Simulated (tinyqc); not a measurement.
Koster-Slater impurity in a tight-binding band, by Green functions and by supercells: one step, computed by the program tinyqc.

One orbital per site, e(k) = -2 t sum cos(k_i) over 1 direction(s), band from -2 t to 2 t, lattice constant 1. One site has the extra energy U. Spin is left out.

Task: The supercell Hamiltonian at Gamma. H_ij = -t for each bond from i to j, images included (two bonds add when N = 2); H_11 = U; sites are numbered with the last coordinate running fastest. Diagonalise.

Inputs (values chosen for the exercise, for a model band): hopping t = 1.6 eV; impurity potential U = -0.723 eV; supercell edge N = 6 sites.

Lattice: chain.

Give: H; levels.

Result:

H (eV):
$$\begin{pmatrix}
-0.723 & -1.600 & 0.000 & 0.000 & 0.000 & -1.600 \\
-1.600 & 0.000 & -1.600 & 0.000 & 0.000 & 0.000 \\
0.000 & -1.600 & 0.000 & -1.600 & 0.000 & 0.000 \\
0.000 & 0.000 & -1.600 & 0.000 & -1.600 & 0.000 \\
0.000 & 0.000 & 0.000 & -1.600 & 0.000 & -1.600 \\
-1.600 & 0.000 & 0.000 & 0.000 & -1.600 & 0.000
\end{pmatrix}$$

levels (eV): [-3.352, -1.842, -1.600, 1.369, 1.600, 3.102]
